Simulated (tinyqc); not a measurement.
Smearing for a one-band metal on the square lattice, step by step. Values are carried at full precision from step to step, so a last printed digit may differ when a step is redone from the rounded ones.

Lattice vectors (units of a): a1 = (1, 0), a2 = (0, 1). E(k) = -t A_1(k) - t2 A_2(k), A_m the sum of cos(k . R) over the 4 nearest and 4 second lattice vectors. Mesh k = sum (j_i/N) b_i, j_i = 0 .. N-1.

Parameters, chosen for this exercise: t = 1.12 eV (nearest hopping); t2 = -0.03 eV (second hopping); N = 6 (unshifted mesh); ne = 0.75 (electrons per cell); sigma = 0.112 eV (width).

## Levels on the mesh

Evaluate the band and collect equal energies with their counts.

Distinct levels:

| E_k (eV) | points |
|---|---|
| -4.3600 | 1 |
| -3.3000 | 4 |
| -2.2100 | 4 |
| -1.1800 | 4 |
| -0.1200 | 2 |
| -0.0300 | 8 |
| 1.0600 | 4 |
| 2.2700 | 4 |
| 3.4200 | 4 |
| 4.6000 | 1 |

10 distinct levels; the mean spacing is 0.996 eV.

## Fermi level with cold (Marzari-Vanderbilt) smearing

With x = (E_k - mu)/sigma: cold (Marzari-Vanderbilt) with y = x + 1/sqrt(2), f = erfc(y)/2 + exp(-y^2)/sqrt(2 pi), s = y exp(-y^2)/sqrt(2 pi). With weights w = points/N^d (d the dimension), mu solves 2 sum w f = ne; E = 2 sum w f E_k, S = 2 sum w s, F = E - sigma S.

Weights w = points/total. Bisection from the lowest and highest level; ten steps are shown.

Bisection:

| step | low (eV) | high (eV) | mu (eV) | electrons |
|---|---|---|---|---|
| 1 | -4.3600 | 4.6000 | 0.1200 | 1.3175 |
| 2 | -4.3600 | 0.1200 | -2.1200 | 0.4888 |
| 3 | -2.1200 | 0.1200 | -1.0000 | 0.7391 |
| 4 | -1.0000 | 0.1200 | -0.4400 | 0.7222 |
| 5 | -0.4400 | 0.1200 | -0.1600 | 0.7511 |
| 6 | -0.4400 | -0.1600 | -0.3000 | 0.7225 |
| 7 | -0.3000 | -0.1600 | -0.2300 | 0.7262 |
| 8 | -0.2300 | -0.1600 | -0.1950 | 0.7337 |
| 9 | -0.1950 | -0.1600 | -0.1775 | 0.7408 |
| 10 | -0.1775 | -0.1600 | -0.1688 | 0.7455 |

## Occupations and energies

Converge mu, then list x, f and s of each level and form the sums.

mu = -0.1616 eV

x, f and s of each level:

| E_k (eV) | x | f | s |
|---|---|---|---|
| -4.3600 | -37.49 | 1.0000 | 0.0000 |
| -3.3000 | -28.02 | 1.0000 | 0.0000 |
| -2.2100 | -18.29 | 1.0000 | 0.0000 |
| -1.1800 | -9.09 | 1.0000 | 0.0000 |
| -0.1200 | 0.37 | 0.1883 | 0.1345 |
| -0.0300 | 1.17 | 0.0154 | 0.0217 |
| 1.0600 | 10.91 | 0.0000 | 0.0000 |
| 2.2700 | 21.71 | 0.0000 | 0.0000 |
| 3.4200 | 31.98 | 0.0000 | 0.0000 |
| 4.6000 | 42.51 | 0.0000 | 0.0000 |

E = -1.7316 eV
S = 0.0246
F = -1.7344 eV
(E + F)/2 = -1.7330 eV

Levels with f between 0.001 and 0.999: 2. For this scheme F itself has no term in sigma^2, so F is the estimate of the energy at zero width. That argument needs a smooth density of states, and the number of distinct levels within 2 sigma of mu is only 2, so it may fail on this mesh.

## Checks

- The slope dF/d sigma by finite differences against -S: both -0.024599.
- The slope dF/d ne by finite differences against mu (eV): both -0.16160.

(tinyqc, `OMP_NUM_THREADS=1 python tinyqc.py 1650646 1650647 out.jsonl`, Intel(R) Xeon(R) Processor @ 2.30GHz, 1 thread, shared host, about 0.07 s.)
